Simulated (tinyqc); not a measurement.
Worked calculation: quantum well in an electric field by finite differences. Values are carried at full precision from step to step, so a last printed digit may differ when a step is redone from the rounded ones.

Finite differences on points z_i at the centres of cells of width h: H_ii = (c/h^2)(1/m_(i-1/2) + 1/m_(i+1/2)) + V_i, H_(i,i+1) = -(c/h^2)/m_(i+1/2), where m_(i+1/2) is the mean of the masses at the two points (the end values are repeated outwards), psi = 0 on the points beyond both ends, c = hbar^2/2m0. The field adds e F (z - z0) with z0 the middle of the structure; 1 kV/cm = 1e-5 eV/angstrom.

Constants: hbar^2/2m0 = 3.80998211 eV angstrom^2.

Values chosen for the exercise (near those of an InGaAs well in InAlAs; shifted at random, so the results belong to these values and not to a real crystal):
- layers = ((72, 0.546, 0.0731), (96, 0, 0.0415), (72, 0.546, 0.0731)) (each layer: thickness in angstrom, band edge in eV, mass in m0)
- F = 110 kV/cm (field along z)
- h = 24 angstrom (cell width of the coarse grid)
- hf = 1.5 angstrom (cell width of the fine grid)

## The coarse grid

List the points, the potential with the field, and the masses.

Grid:

| i | z (angstrom) | V (eV) | m (m0) |
|---|---|---|---|
| 1 | 12.0 | 0.4272 | 0.0731 |
| 2 | 36.0 | 0.4536 | 0.0731 |
| 3 | 60.0 | 0.4800 | 0.0731 |
| 4 | 84.0 | -0.0396 | 0.0415 |
| 5 | 108.0 | -0.0132 | 0.0415 |
| 6 | 132.0 | 0.0132 | 0.0415 |
| 7 | 156.0 | 0.0396 | 0.0415 |
| 8 | 180.0 | 0.6120 | 0.0731 |
| 9 | 204.0 | 0.6384 | 0.0731 |
| 10 | 228.0 | 0.6648 | 0.0731 |

## The tridiagonal Hamiltonian

Form the diagonal and the neighbouring elements; V in the grid already includes the field.

diagonal H_ii (eV): 0.6082  0.6346  0.6859  0.2352  0.3056  0.3320  0.3144  0.8179  0.8194  0.8458

H_(i,i+1) (eV): -0.0905  -0.0905  -0.1154  -0.1594  -0.1594  -0.1594  -0.1154  -0.0905  -0.0905

## Lowest levels on the coarse grid

Diagonalise the symmetric tridiagonal matrix; give the three lowest levels and the weights u_i^2 (sum 1) of the two lowest.

levels (eV): 0.0357  0.1710  0.3633

weights on the points:
```
             1      2      3      4      5      6      7      8      9     10
level 1  0.000  0.000  0.010  0.294  0.369  0.237  0.088  0.002  0.000  0.000
level 2  0.000  0.001  0.019  0.347  0.019  0.223  0.378  0.013  0.000  0.000
```

## Halving the cell width

The same with h, h/2, ..., h/32. The end points move with h, since psi vanishes half a cell beyond the structure. Richardson value (4 E(h/32) - E(h/16))/3.

Convergence:

| cell (angstrom) | points | E1 (eV) | E2 (eV) | E1 - finest (meV) |
|---|---|---|---|---|
| 24.0000 | 10 | 0.03571 | 0.17101 | -13.708 |
| 12.0000 | 20 | 0.04492 | 0.20215 | -4.503 |
| 6.0000 | 40 | 0.04820 | 0.21221 | -1.220 |
| 3.0000 | 80 | 0.04912 | 0.21491 | -0.298 |
| 1.5000 | 160 | 0.04936 | 0.21560 | -0.060 |
| 0.7500 | 320 | 0.04942 | 0.21577 | 0.000 |

Richardson values of E1, E2 (eV): 0.04944  0.21583

The coarse grid is 13.7 meV too low in E1. The last differences between rows shrink by a factor 4.0 (4 for a pure h^2 error, 2 for one linear in h).

## Positions and dipoles on the fine grid

With h sum psi^2 = 1: <z - z0> of three levels, |z_12| and |z_13|, the mass m1 from 1/m1 = <1|1/m|1>, and f_1j = (m1/c)(E_j - E_1) z_1j^2.

levels (eV): 0.0494  0.2156  0.4650

<z - z0> (angstrom): -7.3  1.5  -11.7

|z_12|, |z_13| (angstrom): 22.83  1.71

m1 = 0.0420 m0

f_12, f_13: 0.956  0.013

Parity is broken, so the 1-3 transition is allowed, with 0.014 times the strength of 1-2. E2 - E1 = 166.2 meV, a wavelength of 7.5 micrometre (hc = 1239.841984 eV nm). Level 3 lies above the lowest point of the outer barriers, so it is a resonance or a state of the finite grid, and values that rest on it depend on the ends of the grid.

## Checks

- E1 at zero field on the grid h/32 against transfer matrices between the same hard ends, eV: both 0.0535.

(tinyqc, `OMP_NUM_THREADS=1 python tinyqc.py 1281110 1281111 out.jsonl`, Intel(R) Xeon(R) Processor @ 2.30GHz, 1 thread, shared host, about 0.01 s.)
